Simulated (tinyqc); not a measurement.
Inside a calculation. Method: geometry optimisation on the RHF/6-311g surface (energies and gradients from PySCF), for H2, spin multiplicity 1. Computed by tinyqc, a small Python program that keeps every step (integrals from PySCF). Settings: charge = 0, multiplicity = 1, basis = 6-311g, optimiser = bfgs, first Hessian = 0.6, largest step = 0.5, iteration cap = 30. Command: `OMP_NUM_THREADS=1 python tinyqc.py 23559 23560 out.jsonl` (the two numbers bound the seeds that draw the settings). One thread of a shared host (Intel(R) Xeon(R) Processor @ 2.60GHz), about 0.2 s of CPU time with the checks.

## Step 1: energy and gradient

positions at the start (bohr):
```
           x         y         z
1H  0.000000  0.000000  0.000000
2H  0.000000  0.000000  1.305801
```

Self-consistent energy and analytic gradient at these positions.

energy = -1.12675262 hartree

gradient (hartree/bohr):
```
             x           y            z
1H  0.00000000  0.00000000   0.03503940
2H  0.00000000  0.00000000  -0.03503940
```

## Step 1: move

Quasi-Newton step p = -H^(-1) g (first H = 0.6 times the unit matrix); steps longer than 0.5 bohr are cut back.

positions after step 1 (bohr):
```
           x         y          z
1H  0.000000  0.000000  -0.058399
2H  0.000000  0.000000   1.364200
```

## Step 2: energy and gradient

As before.

energy = -1.12773061 hartree

gradient (hartree/bohr):
```
             x           y            z
1H  0.00000000  0.00000000  -0.01499161
2H  0.00000000  0.00000000   0.01499161
```

## Step 2: move

inverse Hessian in use (bohr^2/hartree), lower triangle:
```
          1         2         3         4         5         6
1  1.666667
2  0.000000  1.666667
3  0.000000  0.000000  1.416961
4  0.000000  0.000000  0.000000  1.666667
5  0.000000  0.000000  0.000000  0.000000  1.666667
6  0.000000  0.000000  0.249705  0.000000  0.000000  1.416961
```

Quasi-Newton step p = -H^(-1) g (the inverse Hessian comes from BFGS updates; coordinates in the order x, y, z of each atom); steps longer than 0.5 bohr are cut back.

positions after step 2 (bohr):
```
           x         y          z
1H  0.000000  0.000000  -0.040900
2H  0.000000  0.000000   1.346701
```

## Step 3: energy and gradient

As before.

energy = -1.12803280 hartree

gradient (hartree/bohr):
```
             x           y            z
1H  0.00000000  0.00000000  -0.00202150
2H  0.00000000  0.00000000   0.00202150
```

## Step 3: move

inverse Hessian in use (bohr^2/hartree), lower triangle:
```
          1         2         3         4         5         6
1  1.666667
2  0.000000  1.666667
3  0.000000  0.000000  1.507925
4  0.000000  0.000000  0.000000  1.666667
5  0.000000  0.000000  0.000000  0.000000  1.666667
6  0.000000  0.000000  0.158742  0.000000  0.000000  1.507925
```

As before.

positions after step 3 (bohr):
```
           x         y          z
1H  0.000000  0.000000  -0.038173
2H  0.000000  0.000000   1.343973
```

## Convergence

Stop when the largest gradient component is below 3e-5 hartree/bohr. The inverse Hessian follows the BFGS update with s = step, y = change of gradient.

Course of the optimisation:
```
step  E (hartree)  largest gradient (hartree/bohr)
1     -1.12675262                         3.50e-02
2     -1.12773061                         1.50e-02
3     -1.12803280                         2.02e-03
4     -1.12803795                         1.42e-04
5     -1.12803797                         1.23e-06
```

Final distances (angstrom):
```
pair   distance
2H-1H  0.731590
```

Converged in 5 steps.
